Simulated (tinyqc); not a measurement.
Specific resistance of a metal-semiconductor contact and its transmission-line measurement: one step, computed by the program tinyqc. Command: `OMP_NUM_THREADS=1 python tinyqc.py 3026162 3026163 out.jsonl contact walk`. One thread of a shared host (Intel(R) Xeon(R) Processor @ 2.30GHz), about 0.01 s of CPU time with the checks.

The barrier is parabolic (depletion approximation), energies E are normal energies counted from the band edge in the neutral semiconductor (downwards for holes), and the bias is zero. xi is an input, held fixed when other inputs move.

Task: Transmission and supply. WKB transmission for E < E_b, with a = E/E_b: D = exp{-(E_b/E_00) [sqrt(1 - a) - a ln((1 + sqrt(1 - a))/sqrt(a))]}; D = 1 above. f = 1/(1 + exp((E - xi)/k_B T)).

Inputs (values chosen for the exercise, modelled on n-type germanium): Fermi level above the band edge in the bulk, xi = 0.043 eV; temperature T = 300 K.

Image-force lowering: included.

barrier used, above the bulk band edge = 0.5038372 eV

E_00 = 63.06687 meV

Constants: k_B = 8.617333262e-05 eV/K.

Give: E, D, f and D f at E/E_b = 0.05, 0.15, 0.3, 0.45, 0.6, 0.75, 0.9, 0.98.

Result:

E, D, f and D f at E/E_b = 0.05, 0.15, 0.3, 0.45, 0.6, 0.75, 0.9, 0.98:

| E/E_b | E (eV) | D | f | D f |
|---|---|---|---|---|
| 0.05 | 0.0252 | 9.912e-04 | 6.657e-01 | 6.599e-04 |
| 0.15 | 0.0756 | 4.314e-03 | 2.210e-01 | 9.533e-04 |
| 0.30 | 0.1512 | 2.273e-02 | 1.502e-02 | 3.413e-04 |
| 0.45 | 0.2267 | 8.251e-02 | 8.188e-04 | 6.756e-05 |
| 0.60 | 0.3023 | 2.278e-01 | 4.404e-05 | 1.003e-05 |
| 0.75 | 0.3779 | 4.950e-01 | 2.368e-06 | 1.172e-06 |
| 0.90 | 0.4535 | 8.420e-01 | 1.273e-07 | 1.072e-07 |
| 0.98 | 0.4938 | 9.850e-01 | 2.676e-08 | 2.636e-08 |
